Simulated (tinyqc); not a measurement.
Propagation of a band-gap error through k.p and effective-mass formulas: one step. Masses, g factor and screening for both gaps. Three cases, with inputs chosen for the exercise.

Question. Evaluate the chain at Eg and at Eg2.

Chain, for a gap E (the reference Eg or another value), with Ep and Dso kept: 1/me = 1 + Ep (E + 2 Dso/3)/(E (E + Dso)); g* = 2 - 2 Ep Dso/(3 E (E + Dso)); g1(E) = g1 + (Ep/3)(1/E - 1/Eg), g2(E) = g2 + (Ep/6)(1/E - 1/Eg), light hole 1/(g1 + 2 g2), heavy hole 1/(g1 - 2 g2) along [100]; optical constant ei(E) = 1 + (ei - 1)(EP/(EP + E - Eg))^2, static e0(E) = ei(E) + e0 - ei.

Give: Band values at the two gaps.

Case 1.

Values chosen (reference values near those of CdTe, gap at low temperature; not measured data): Eg = 1.581 eV (gap at Gamma to the s-like level); Dso = 0.921 eV (spin-orbit splitting); Ep = 18.9 eV (Kane energy); g1 = 5.28 (Luttinger gamma1); g2 = 1.7 (gamma2); e0 = 10.39 (static dielectric constant); ei = 7.28 (optical dielectric constant); EP = 5.47 eV (mean (Penn) gap); Eg2 = 0.854 eV (a wrong gap, of the size a semi-local functional can give).

Answer.

Band values at the two gaps:

| quantity | at Eg | at Eg2 | ratio |
|---|---|---|---|
| me | 0.08705 | 0.05180 | 0.595 |
| g* | -0.9337 | -5.656 | - |
| g1 | 5.280 | 8.672 | 1.642 |
| g2 | 1.700 | 3.396 | 1.998 |
| light hole | 0.1152 | 0.06466 | 0.561 |
| heavy hole | 0.5319 | 0.5319 | 1.000 |
| ei | 7.280 | 9.353 | 1.285 |
| e0 | 10.39 | 12.46 | 1.199 |

The gap is off by a factor of 0.54; the electron mass follows with 0.60 and the light hole with 0.56, while the heavy hole, which does not couple to the conduction level, keeps its value. The optical constant changes less, by +28 %, as it answers to the mean gap, which shifts by the same -0.73 eV on a base of 5.47 eV. g* moves by -4.72; remote bands, left out here, shift it by tenths or, where it is large, by some per cent.

Case 2.

Values chosen (reference values near those of GaSb, gap at low temperature; not measured data): Eg = 0.816 eV (gap at Gamma to the s-like level); Dso = 0.745 eV (spin-orbit splitting); Ep = 26.7 eV (Kane energy); g1 = 13.36 (Luttinger gamma1); g2 = 4.72 (gamma2); e0 = 15.7 (static dielectric constant); ei = 14.27 (optical dielectric constant); EP = 4.22 eV (mean (Penn) gap); Eg2 = 0.726 eV (a wrong gap, of the size a hybrid functional can give).

Answer.

Band values at the two gaps:

| quantity | at Eg | at Eg2 | ratio |
|---|---|---|---|
| me | 0.03507 | 0.03168 | 0.903 |
| g* | -8.411 | -10.42 | - |
| g1 | 13.36 | 14.71 | 1.101 |
| g2 | 4.720 | 5.396 | 1.143 |
| light hole | 0.04386 | 0.03921 | 0.894 |
| heavy hole | 0.2551 | 0.2551 | 1.000 |
| ei | 14.27 | 14.85 | 1.041 |
| e0 | 15.70 | 16.28 | 1.037 |

The gap is off by a factor of 0.89; the electron mass follows with 0.90 and the light hole with 0.89, while the heavy hole, which does not couple to the conduction level, keeps its value. The optical constant changes less, by +4 %, as it answers to the mean gap, which shifts by the same -0.09 eV on a base of 4.22 eV. g* moves by -2.01; remote bands, left out here, shift it by tenths or, where it is large, by some per cent.

Case 3.

Values chosen (reference values near those of CdTe, gap at low temperature; not measured data): Eg = 1.629 eV (gap at Gamma to the s-like level); Dso = 0.914 eV (spin-orbit splitting); Ep = 19 eV (Kane energy); g1 = 5.32 (Luttinger gamma1); g2 = 1.7 (gamma2); e0 = 10.31 (static dielectric constant); ei = 7.26 (optical dielectric constant); EP = 5.32 eV (mean (Penn) gap); Eg2 = 2.948 eV (a wrong gap, of the size a hybrid with far too much exact exchange can give).

Answer.

Band values at the two gaps:

| quantity | at Eg | at Eg2 | ratio |
|---|---|---|---|
| me | 0.08876 | 0.1442 | 1.624 |
| g* | -0.7947 | 0.9831 | - |
| g1 | 5.320 | 3.580 | 0.673 |
| g2 | 1.700 | 0.8302 | 0.488 |
| light hole | 0.1147 | 0.1908 | 1.664 |
| heavy hole | 0.5208 | 0.5208 | 1.000 |
| ei | 7.260 | 5.020 | 0.691 |
| e0 | 10.31 | 8.070 | 0.783 |

The gap is off by a factor of 1.81; the electron mass follows with 1.62 and the light hole with 1.66, while the heavy hole, which does not couple to the conduction level, keeps its value. The optical constant changes less, by -31 %, as it answers to the mean gap, which shifts by the same +1.32 eV on a base of 5.32 eV. g* moves by +1.78; near zero it is a difference of larger terms, and remote bands, left out here, shift it by tenths.

Computed by tinyqc, one run a case: `OMP_NUM_THREADS=1 python tinyqc.py N N+1 out.jsonl` with N = 1881210, 1881244, 1881256; one thread of a shared Intel(R) Xeon(R) Processor @ 2.30GHz, about 0.01 s a run at most.
